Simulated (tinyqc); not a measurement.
Resonant-tunnelling diode, transfer matrices and Tsu-Esaki current: two steps of the calculation.

Emitter (band edge 0), barrier d1, well Lw, barrier d2, spacer ds, collector (edge -V). The bias drops linearly over these layers and none in the contacts; each layer is cut into ns equal slices, flat at the value of their centres. E is the energy of motion across the layers, C = hbar^2/(2 m0), psi and psi'/m are continuous. Transport is coherent, T(E) is taken as independent of the transverse momentum, and charge in the well is ignored.

Parameters, values chosen for the exercise; masses and offsets close to those of InGaAs wells and AlAs barriers: mass in the well, spacer and contacts mw = 0.042 m0; barrier height U1 = 1.2 eV; barrier mass m1 = 0.15 m0; emitter barrier d1 = 0.8 nm; well width Lw = 2.6 nm; collector barrier d2 = 0.8 nm; slices in each layer ns = 4; undoped spacer after the collector barrier ds = 4 nm; bias of the collector V = 0.73 V; trial energy E = 0.05356 eV.

Constants: q = 1.602176634e-19 C, hbar = 1.054571817e-34 J s, m0 = 9.1093837015e-31 kg, hbar^2/(2 m0) = 0.0380998212 eV nm^2. Results are converted to the units shown.

Question 1. Slices under bias. U = edge of the layer - V x/Lt at the centre x of each slice, Lt the summed thickness.

Find: U; m; width.

Answer 1.

```
slice	U (eV)	m (m0)	width (nm)
0	1.1911	0.15	0.20000
1	1.1733	0.15	0.20000
2	1.1555	0.15	0.20000
3	1.1377	0.15	0.20000
4	-0.1002	0.042	0.65000
5	-0.1580	0.042	0.65000
6	-0.2159	0.042	0.65000
7	-0.2737	0.042	0.65000
8	0.8884	0.15	0.20000
9	0.8706	0.15	0.20000
10	0.8528	0.15	0.20000
11	0.8350	0.15	0.20000
12	-0.4184	0.042	1.0000
13	-0.5074	0.042	1.0000
14	-0.5965	0.042	1.0000
15	-0.6855	0.042	1.0000
```

Question 2. Running product of the slice matrices at the trial energy. For the pair (psi, psi'/m) a flat layer has M = [[cos kd, (m/k) sin kd], [-(k/m) sin kd, cos kd]] with k = sqrt(m (E - U)/C) above its edge U, and M = [[cosh Kd, (m/K) sinh Kd], [(K/m) sinh Kd, cosh Kd]] with K = sqrt(m (U - E)/C) below it. Later slices stand to the left. With M acting on (psi, psi'/m) and v = k/m in each lead, T(E) = 4 vL vR/[(vL vR M12 - M21)^2 + (vR M11 + vL M22)^2]. vL = sqrt(mw E/C)/mw, vR = sqrt(mw (E + V)/C)/mw.

```
slice	U (eV)	m (m0)	width (nm)
0	1.1910976	0.15	0.2
1	1.1732927	0.15	0.2
2	1.1554878	0.15	0.2
3	1.1376829	0.15	0.2
4	-0.1001524	0.042	0.65
5	-0.1580183	0.042	0.65
6	-0.2158841	0.042	0.65
7	-0.2737500	0.042	0.65
8	0.8884146	0.15	0.2
9	0.8706098	0.15	0.2
10	0.8528049	0.15	0.2
11	0.8350000	0.15	0.2
12	-0.4184146	0.042	1
13	-0.5074390	0.042	1
14	-0.5964634	0.042	1
15	-0.6854878	0.042	1
```

Find: Product after each layer; T(E).

Answer 2.

Product after each layer:
```
	M11	M12 (nm)	M21 (1/nm)	M22
barrier d1	2.776	0.1844	35.83	2.740
well	3.790	0.2803	-29.48	-1.916
barrier d2	3.547	0.3059	24.02	2.353
spacer	-3.224	-0.2800	-21.12	-2.144
```

T(E) = 0.07081

tinyqc, about 0.3 s, one thread, Intel Xeon 2.30GHz (shared host): `OMP_NUM_THREADS=1 python tinyqc.py 2600032 2600033 out.jsonl`
